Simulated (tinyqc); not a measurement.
Nanosheet or nanowire with hard walls, valleys of the Si type: one step. Threshold shift from confinement. Three cases, with inputs chosen for the exercise.

Problem. Form N1, W H Nc and dVt.

Hard walls around a W x H rectangle. The block w_c of w in (y, z) confines; the transport mass follows from 1/m_x = w_xx - w_xc w_c^-1 w_cx. The cross-section problem c (w_yy ky^2 + 2 w_yz ky kz + w_zz kz^2), c = hbar^2/2m0, is solved in products sin(n pi y/W) sin(l pi z/H), n, l = 1 to 12; if w_yz = 0 the levels are c pi^2 (w_yy n^2/W^2 + w_zz l^2/H^2). The w_yz term couples (n, l) to (n', l') by -2 c w_yz D_nn'(W) D_ll'(H) with D_nm(L) = 4 n m/(L (n^2 - m^2)) for n + m odd and 0 otherwise.

Without degeneracy the line density is N1 exp((EF - Ec)/kB T) with N1 = sum 2 g sqrt(m_x kB T/(4 pi c)) exp(-E/kB T), here over n, l up to 80 where w_yz = 0 and over all levels of a 12 x 12 sine basis otherwise; the classical value is W H Nc with Nc = 2 g_all (m_dos kB T/(4 pi c))^(3/2), m_dos = (ml mt^2)^(1/3); dVt = kB T ln(W H Nc/N1).

Constants: hbar^2/2m0 = 3.80998211 eV angstrom^2; kB = 8.617333262e-05 eV/K.

Case 1.

Values chosen (near those of Si; not measured data): W = 50 angstrom (width, along y); H = 70 angstrom (height, along z = [001]); ml = 0.934 m0 (longitudinal mass); mt = 0.186 m0 (transverse mass); T = 350 K (temperature); g_all = 6 (number of valleys).

Valleys:

| group | valleys g | w_yy | w_zz | \|w_yz\| | m_x (m0) |
|---|---|---|---|---|---|
| A | 2 | 5.376344 | 1.070664 | 0.000000 | 0.186000 |
| B | 4 | 3.223504 | 5.376344 | 0.000000 | 0.560000 |

Case 2.

Values chosen (near those of Si; not measured data): W = 240 angstrom (width, along y); H = 40 angstrom (height, along z = [001]); ml = 0.921 m0 (longitudinal mass); mt = 0.193 m0 (transverse mass); T = 350 K (temperature); g_all = 6 (number of valleys).

Valleys:

| group | valleys g | w_yy | w_zz | \|w_yz\| | m_x (m0) |
|---|---|---|---|---|---|
| A | 2 | 5.181347 | 1.085776 | 0.000000 | 0.193000 |
| B | 4 | 3.133562 | 5.181347 | 0.000000 | 0.557000 |

Case 3.

Values chosen (near those of Si; not measured data): W = 190 angstrom (width, along y); H = 32 angstrom (height, along z = [001]); ml = 0.929 m0 (longitudinal mass); mt = 0.191 m0 (transverse mass); T = 77 K (temperature); g_all = 6 (number of valleys).

Valleys:

| group | valleys g | w_yy | w_zz | \|w_yz\| | m_x (m0) |
|---|---|---|---|---|---|
| A | 2 | 5.235602 | 1.076426 | 0.000000 | 0.191000 |
| B | 4 | 3.156014 | 5.235602 | 0.000000 | 0.560000 |

Give: N1; W H Nc; dVt.

Solution.

Case 1.

N1 = 0.1141 1/nm
W H Nc = 1.194 1/nm
dVt = 70.8 mV

Case 2.

N1 = 0.5155 1/nm
W H Nc = 3.374 1/nm
dVt = 56.7 mV

Case 3.

N1 = 0.0002543 1/nm
W H Nc = 0.2191 1/nm
dVt = 44.8 mV

Computed by tinyqc, one run a case: `OMP_NUM_THREADS=1 python tinyqc.py N N+1 out.jsonl` with N = 1281736, 1281935, 1282255; one thread of a shared Intel(R) Xeon(R) Processor @ 2.30GHz, about 0.06 s a run at most.
